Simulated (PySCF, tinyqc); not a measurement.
Worked calculation: RHF in the 3-21g basis, for H2, spin multiplicity 1. The lowest restricted solution is unstable here: a spin-polarised one lies 0.0003 hartree lower (PySCF). One step of it, computed by the program tinyqc.

Question. Iteration 1: building the Fock matrix. J_ij = sum D_kl (ij|kl), K_ij = sum D_kl (ik|jl); F = H + J - 0.5 K; E = tr D H + tr D J / 2 - 0.25 tr D K + E_nn.

D at the start:
```
          1H 1s     1H 2s     2H 1s     2H 2s
1H 1s  0.186100  0.213455  0.186100  0.213455
1H 2s  0.213455  0.244831  0.213455  0.244831
2H 1s  0.186100  0.213455  0.186100  0.213455
2H 2s  0.213455  0.244831  0.213455  0.244831
```

core Hamiltonian H = T + V (hartree):
```
           1H 1s      1H 2s      2H 1s      2H 2s
1H 1s  -0.607039  -0.770526  -0.230031  -0.422856
1H 2s  -0.770526  -0.822253  -0.422856  -0.609804
2H 1s  -0.230031  -0.422856  -0.607039  -0.770526
2H 2s  -0.422856  -0.609804  -0.770526  -0.822253
```

Two-electron integrals (ij|kl) in chemists' order, unique and non-zero (hartree):
```
(11|11) 1.140145   (21|11) 0.611403   (21|21) 0.345152   (22|11) 0.626370
(22|21) 0.380329   (22|22) 0.482957   (31|11) 0.074225   (31|21) 0.044136
(31|22) 0.052781   (31|31) 0.009562   (32|11) 0.149208   (32|21) 0.093924
(32|22) 0.128554   (32|31) 0.022695   (32|32) 0.069549   (33|11) 0.434580
(33|21) 0.278960   (33|22) 0.404245   (33|31) 0.074225   (33|32) 0.264821
(33|33) 1.140145   (41|11) 0.264821   (41|21) 0.150842   (41|22) 0.168740
(41|31) 0.022695   (41|32) 0.049395   (41|33) 0.149208   (41|41) 0.069549
(42|11) 0.339876   (42|21) 0.209326   (42|22) 0.275650   (42|31) 0.036865
(42|32) 0.100439   (42|33) 0.339876   (42|41) 0.100439   (42|42) 0.183864
(43|11) 0.278960   (43|21) 0.178189   (43|22) 0.255845   (43|31) 0.044136
(43|32) 0.150842   (43|33) 0.611403   (43|41) 0.093924   (43|42) 0.209326
(43|43) 0.345152   (44|11) 0.404245   (44|21) 0.255845   (44|22) 0.363848
(44|31) 0.052781   (44|32) 0.168740   (44|33) 0.626370   (44|41) 0.128554
(44|42) 0.275650   (44|43) 0.380329   (44|44) 0.482957
```

nuclear repulsion = 0.43553680 hartree

Give: Coulomb J; exchange K; Fock matrix F; total energy of this density.

Answer.

Coulomb J (hartree):
```
        1H 1s   1H 2s   2H 1s   2H 2s
1H 1s  1.2963  0.7683  0.1321  0.3627
1H 2s  0.7683  0.9522  0.3627  0.6297
2H 1s  0.1321  0.3627  1.2963  0.7683
2H 2s  0.3627  0.6297  0.7683  0.9522
```

exchange K (hartree):
```
        1H 1s   1H 2s   2H 1s   2H 2s
1H 1s  0.8196  0.7261  0.4233  0.5667
1H 2s  0.7261  0.7599  0.5667  0.6811
2H 1s  0.4233  0.5667  0.8196  0.7261
2H 2s  0.5667  0.6811  0.7261  0.7599
```

Fock matrix F (hartree):
```
         1H 1s    1H 2s    2H 1s    2H 2s
1H 1s   0.2795  -0.3653  -0.3095  -0.3435
1H 2s  -0.3653  -0.2499  -0.3435  -0.3206
2H 1s  -0.3095  -0.3435   0.2795  -0.3653
2H 2s  -0.3435  -0.3206  -0.3653  -0.2499
```

total energy of this density = -1.028182 hartree
